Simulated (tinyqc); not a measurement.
# Changing the reactive partial pressure P

Model: Berg model of reactive sputtering of a nitride or oxide: poisoning, hysteresis and pumping speed. Computed by tinyqc, a small Python program. Command: `OMP_NUM_THREADS=1 python tinyqc.py 3004092 3004093 out.jsonl berg sweep`. One thread of a shared host (Intel(R) Xeon(R) Processor @ 2.30GHz), about 0.03 s of CPU time with the checks.

A diatomic gas reacts with bare metal on the target and on the collecting surfaces; ions remove metal and compound from the target. theta_t and theta_c are the compound fractions.

Inputs (values chosen for the exercise, close to those used for tantalum nitride):
```
quantity                         value     unit
ion current density J              5.6  mA/cm^2
target area A_t                     63     cm^2
collecting area A_c               3100     cm^2
metal yield Y_m                   0.62        -
compound yield Y_c                0.25        -
sticking coefficient alpha        0.27        -
reactive atoms per metal atom z      1        -
gas mass M                          28        u
pumping speed S                    360      l/s
gas temperature T                  300        K
```

Constants: e = 1.602176634e-19 C; u = 1.6605390666e-27 kg; k_B = 1.380649e-23 J/K.

Method. Ion flux j = J/e; gas flux F = P/sqrt(2 pi M k_B T). Target: (2/z) alpha F (1 - theta_t) = j Y_c theta_t. Sputtered flows F_c = j Y_c theta_t A_t, F_m = j Y_m (1 - theta_t) A_t. Collector: (2/z) alpha F (1 - theta_c) A_c + F_c (1 - theta_c) = F_m theta_c. Gas use Q = alpha F [(1 - theta_t) A_t + (1 - theta_c) A_c] + P S/(k_B T); 1 sccm = 4.4780e17 molecules/s. Rate R = F_m + F_c, given relative to j Y_m A_t.

One run for each value:
```
reactive partial pressure P (Pa)  total flow Q (sccm)  rate relative to clean metal  theta_t  theta_c
5.00e-04                                        1.056                       0.95131  0.08158  0.66157
1.10e-03                                        1.348                       0.90244  0.16348  0.82499
2.30e-03                                        1.607                       0.82689  0.29008  0.92054
5.00e-03                                        2.035                       0.71927  0.47042  0.97113
1.10e-02                                        3.050                       0.60523  0.66150  0.99140
2.30e-02                                        5.256                       0.52056  0.80339  0.99759
5.00e-02                                       10.411                       0.46361  0.89881  0.99943
1.10e-01                                       22.009                       0.43228  0.95132  0.99987
2.30e-01                                       45.278                       0.41748  0.97611  0.99997
5.00e-01                                       97.672                       0.40987  0.98887  0.99999
```

Over the rows, total flow Q (sccm) rises from 1.06 to 97.7 (exponent d ln y / d ln x 0.31 between the first rows and 0.99 between the last); rate relative to clean metal falls from 0.951 to 0.410 (exponent d ln y / d ln x -0.067 between the first rows and -0.024 between the last); theta_t rises from 0.0816 to 0.989 (exponent d ln y / d ln x 0.88 between the first rows and 0.017 between the last). Q rises throughout these rows.
